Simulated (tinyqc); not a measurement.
## Shape of the distribution and failure rate

For F(t) = 1 - exp(-(t/t63)^beta): mean t63 Gamma(1 + 1/beta), median t63 (ln 2)^(1/beta), deviation t63 sqrt(Gamma(1 + 2/beta) - Gamma(1 + 1/beta)^2), failure rate (beta/t63)(t/t63)^(beta - 1).

Parameters, values chosen for the exercise: characteristic time of a test capacitor t63 = 170 s.

Results:
```
beta  mean (s)  median (s)  deviation/mean  rate at 0.01 t63 (1/s)  rate at t63 (1/s)
0.5      340.0       81.68           2.236                 0.02941           0.002941
1        170.0       117.8           1.000                0.005882           0.005882
1.3      157.0       128.2          0.7757                0.001921           0.007647
1.7      151.7       137.0          0.6055                3.981e-4            0.01000
2.2      150.6       143.9          0.4798                5.152e-5            0.01294
3        151.8       150.4          0.3634                1.765e-6            0.01765
4        154.1       155.1          0.2805                2.353e-8            0.02353
```

Estimate the missing row, beta = 0.7.

Computed row:
```
beta  mean (s)  median (s)  deviation/mean  rate at 0.01 t63 (1/s)  rate at t63 (1/s)
0.7      215.2       100.7           1.462                 0.01639           0.004118
```

With this row back in the table: The relative spread falls from 2.24 to 0.281. For beta < 1 the rate falls with time (early failures), at 1 it is constant, 0.00588 1/s, and above 1 it grows (wear-out): the early rate goes from 10.0 times the rate at t63 to 1.00e-6 times.

Numbers from tinyqc (`OMP_NUM_THREADS=1 python tinyqc.py 2070059 2070060 out.jsonl`; about 0.01 s on one thread of a shared Intel Xeon 2.30GHz).
